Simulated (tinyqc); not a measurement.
# Ferroelectric switching by domains, regions with a spread of times with Merz's law: effects of single changes

A film poled to -Ps gets a pulse V of length t. Field E = V/d, characteristic time tau = t0 exp(Ea/E). The film consists of seven classes of regions, z = -3..3, with weights w_z proportional to exp(-z^2/2) and summing to one, and times tau_z = tau 10^(wd z); the switched share is f = sum w_z [1 - exp(-(t/tau_z)^m)]. P = Ps (2 f - 1).

Values chosen for this exercise:
```
symbol  value     unit                    meaning
Ps         29  uC/cm^2    switchable polarisation
t0       0.28       ns             time prefactor
Ea       8900    kV/cm           activation field
d          10       nm             film thickness
m           3                     Avrami exponent
V         2.8        V              pulse voltage
wd        0.8  decades  spread of switching times
tp        2.9       ns               pulse length
```

Each table varies one quantity; the others keep the values above.

## Effect of the pulse voltage

t10, t50 and t90 are the pulse lengths for f = 0.1, 0.5 and 0.9; f is taken at tp.

Result of one run:
```
V (V)  tau (ns)  t10 (ns)  t50 (ns)  t90 (ns)   f at tp
1.4      161.45    14.630    142.65    1228.2  0.021328
```

What becomes of these results when the pulse voltage V is changed from 1.4 to 2.4 V, all else the same?

Result of the changed run:
```
V (V)  tau (ns)  t10 (ns)  t50 (ns)  t90 (ns)  f at tp
2.4      11.420    1.0349    10.090    86.880  0.30301
```

The whole series:
```
V (V)  tau (ns)  t10 (ns)  t50 (ns)  t90 (ns)   f at tp
1.4      161.45    14.630    142.65    1228.2  0.021328
1.7      52.580    4.7647    46.458    400.01  0.068493
2        23.976    2.1726    21.184    182.40   0.14600
2.4      11.420    1.0349    10.090    86.880   0.30301
2.9      6.0255   0.54602    5.3240    45.840   0.34268
3.5      3.5605   0.32264    3.1460    27.087   0.46758
4.2      2.3305   0.21119    2.0592    17.730   0.64327
5        1.6604   0.15046    1.4671    12.632   0.70267
```

As V goes from 1.4 to 5 V, t50 falls from 143 to 1.47 ns and f at tp rises from 0.0213 to 0.703; t90/t10 stays at 84.0, since only tau changes. At half the voltage of the last row tau would be 5.93 times longer.

## Effect of the film thickness

Same model as above.

Effect of the film thickness:
```
d (nm)  tau (ns)  t10 (ns)  t50 (ns)  t90 (ns)  f at tp
5          1.372    0.1243     1.212     10.44   0.7084
6.3        2.074    0.1880     1.833     15.78   0.6762
7.9        3.449    0.3125     3.048     26.24   0.4799
10         6.723    0.6093     5.941     51.15   0.3313
13         17.45     1.581     15.42     132.7   0.2259
16         45.27     4.103     40.00     344.4  0.07401
20         161.4     14.63     142.7      1228  0.02133
```

As d goes from 5 to 20 nm, t50 rises from 1.21 to 143 ns and f at tp falls from 0.708 to 0.0213; t90/t10 stays at 84.0, since only tau changes. At d = 5 nm the field passes 5 MV/cm, near dielectric breakdown of such films.

## Switched share against pulse length

Same model as above.

f(t) as above; slope = d ln(-ln(1 - f))/d ln t.

Switched share against pulse length:
```
tp (ns)        f  P (uC/cm^2)    slope
0.12     0.02106       -27.78    1.999
0.3      0.06362       -25.31   0.3135
0.79      0.1401       -20.87    1.532
2.1       0.3124       -10.88   0.1480
5.3       0.4555       -2.582    1.090
14        0.7080        12.07  0.07371
36        0.8103        18.00   0.7650
93        0.9438        25.74  0.04153
240       0.9693        27.22   0.5317
```

What does the comparison show?

The share f rises from 0.0211 to 0.969 over 3.3 decades of time; a single class with m = 3 needs 0.74 decades for the same change. The slope moves up and down between 0.0415 and 2.00, below m: the spread of times stretches the switching.

Program tinyqc, `OMP_NUM_THREADS=1 python tinyqc.py 2860063 2860064 out.jsonl`; Intel Xeon 2.30GHz, shared host, one thread, about 0.01 s.
